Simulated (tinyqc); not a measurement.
Inside a calculation. Method: Hartree-Fock atom on a uniform radial grid, spin-unpolarised, for He. Computed by tinyqc, a small Python program that keeps every step. Settings: Z = 2, points = 192, R = 7.8, functional = hf2, mixing = 0.4, iteration cap = 84. Command: `OMP_NUM_THREADS=1 python tinyqc.py 27452 27453 out.jsonl` (the two numbers bound the seeds that draw the settings). One thread of a shared host (Intel(R) Xeon(R) Processor @ 2.60GHz), about 0.2 s of CPU time with the checks. Later iterations appear only in the table of the cycle.

## Iteration 1

Spherical atom on a uniform radial grid r_j = j h with h = R/(N + 1), h sum u^2 = 1 and integrals as h times sums, u(0) = u(R) = 0 (atomic units):
```
parameter           value
Z                       2
points N              192
R                7.800000
h                0.040415
mixing           0.400000
electrons in 1s         2
```

Three-point differences turn -u''/2 + [l(l+1)/2r^2 - Z/r + V] u = e u into a tridiagonal matrix (diagonal 1/h^2 + potential, off-diagonal -1/2h^2). D = sum f u^2; the Hartree potential y/r solves y'' = -D/r with y(0) = 0, y(R) = N_e; for two electrons in one orbital exchange is -V_H/2 (Hartree-Fock); E = sum f e - int D V + int D (V_H/2 + eps_xc); V(new) = V + mixing (V_H + v_xc - V).

eigenvalues (hartree): 1s -1.996744

Every 12th grid point:
```
r             V in     u(1s)         D       V_H       v_xc
0.484974  0.000000  1.039443  2.160884  2.955781  -1.477890
0.969948  0.000000  0.788942  1.244858  1.936496  -0.968248
1.454922  0.000000  0.449108  0.403395  1.358627  -0.679313
1.939896  0.000000  0.227250  0.103285  1.028824  -0.514412
2.424870  0.000000  0.107802  0.023243  0.824488  -0.412244
2.909845  0.000000  0.049093  0.004820  0.687280  -0.343640
3.394819  0.000000  0.021736  0.000945  0.589127  -0.294564
3.879793  0.000000  0.009427  0.000178  0.515491  -0.257745
4.364767  0.000000  0.004025  0.000032  0.458215  -0.229107
4.849741  0.000000  0.001697  0.000006  0.412393  -0.206197
5.334715  0.000000  0.000708  1.00e-06  0.374903  -0.187451
5.819689  0.000000  0.000293  1.72e-07  0.343661  -0.171830
6.304663  0.000000  0.000120  2.89e-08  0.317226  -0.158613
6.789637  0.000000  0.000048  4.63e-09  0.294567  -0.147283
7.274611  0.000000  0.000017  5.92e-10  0.274929  -0.137464
7.759585  0.000000  1.13e-06         0  0.257746  -0.128873
```

total energy = -2.74430595 hartree

## Iteration 2

As before.

eigenvalues (hartree): 1s -1.506765

Every 12th grid point:
```
r             V in     u(1s)         D       V_H       v_xc
0.484974  0.591156  0.989893  1.959776  2.817087  -1.408543
0.969948  0.387299  0.803980  1.292768  1.896011  -0.948006
1.454922  0.271725  0.500698  0.501397  1.348898  -0.674449
1.939896  0.205765  0.280328  0.157168  1.026701  -0.513351
2.424870  0.164898  0.148071  0.043850  0.824050  -0.412025
2.909845  0.137456  0.075377  0.011363  0.687193  -0.343596
3.394819  0.117825  0.037403  0.002798  0.589110  -0.294555
3.879793  0.103098  0.018215  0.000664  0.515487  -0.257744
4.364767  0.091643  0.008745  0.000153  0.458214  -0.229107
4.849741  0.082479  0.004150  0.000034  0.412393  -0.206197
5.334715  0.074981  0.001951  0.000008  0.374903  -0.187451
5.819689  0.068732  0.000910  1.65e-06  0.343661  -0.171830
6.304663  0.063445  0.000419  3.51e-07  0.317226  -0.158613
6.789637  0.058913  0.000187  7.02e-08  0.294567  -0.147283
7.274611  0.054986  0.000073  1.07e-08  0.274929  -0.137464
7.759585  0.051549  0.000005  5.00e-11  0.257746  -0.128873
```

total energy = -2.82030556 hartree

## Iteration 3

As before.

eigenvalues (hartree): 1s -1.241026

Every 12th grid point:
```
r             V in     u(1s)         D       V_H       v_xc
0.484974  0.918111  0.958019  1.835600  2.728120  -1.364060
0.969948  0.611582  0.807443  1.303929  1.866493  -0.933247
1.454922  0.432815  0.529126  0.559949  1.340631  -0.670315
1.939896  0.328799  0.314148  0.197378  1.024576  -0.512288
2.424870  0.263749  0.176763  0.062490  0.823530  -0.411765
2.909845  0.219912  0.096130  0.018482  0.687070  -0.343535
3.394819  0.188517  0.051059  0.005214  0.589082  -0.294541
3.879793  0.164956  0.026653  0.001421  0.515481  -0.257740
4.364767  0.146629  0.013729  0.000377  0.458212  -0.229106
4.849741  0.131966  0.006997  0.000098  0.412393  -0.206196
5.334715  0.119969  0.003534  0.000025  0.374903  -0.187451
5.819689  0.109972  0.001769  0.000006  0.343661  -0.171830
6.304663  0.101512  0.000874  1.53e-06  0.317226  -0.158613
6.789637  0.094261  0.000416  3.46e-07  0.294567  -0.147283
7.274611  0.087977  0.000170  5.79e-08  0.274929  -0.137464
7.759585  0.082479  0.000012  2.83e-10  0.257746  -0.128873
```

total energy = -2.84581104 hartree

## Convergence

Stop when input and output potentials agree to 1e-7.

Course of the cycle (hartree):
```
iteration            E      e(1s)  largest |V(out) - V(in)|
1          -2.74430595  -1.996744                  1.99e+00
2          -2.82030556  -1.506765                  1.06e+00
3          -2.84581104  -1.241026                  5.54e-01
4          -2.85343359  -1.096122                  2.87e-01
5          -2.85552833  -1.016592                  1.48e-01
6          -2.85607488  -0.972613                  7.65e-02
7          -2.85621385  -0.948093                  3.99e-02
8          -2.85624896  -0.934309                  2.17e-02
9          -2.85625791  -0.926495                  1.22e-02
10         -2.85626023  -0.922033                  6.98e-03
11         -2.85626086  -0.919466                  4.04e-03
...                ...        ...                       ...
22         -2.85626110  -0.915901                  1.25e-05
23         -2.85626110  -0.915897                  7.45e-06
24         -2.85626110  -0.915894                  4.44e-06
25         -2.85626110  -0.915892                  2.65e-06
26         -2.85626110  -0.915891                  1.58e-06
27         -2.85626110  -0.915891                  9.40e-07
28         -2.85626110  -0.915890                  5.61e-07
29         -2.85626110  -0.915890                  3.35e-07
30         -2.85626110  -0.915890                  2.00e-07
31         -2.85626110  -0.915890                  1.19e-07
32         -2.85626110  -0.915890                  7.11e-08
```

Converged in 32 iterations. A uniform grid resolves the cusp poorly: for a bare nucleus this grid gives 1s at -1.99674 against -Z^2/2 = -2 hartree. Before convergence this energy mixes input and output and is not variational, so it may rise towards its limit.
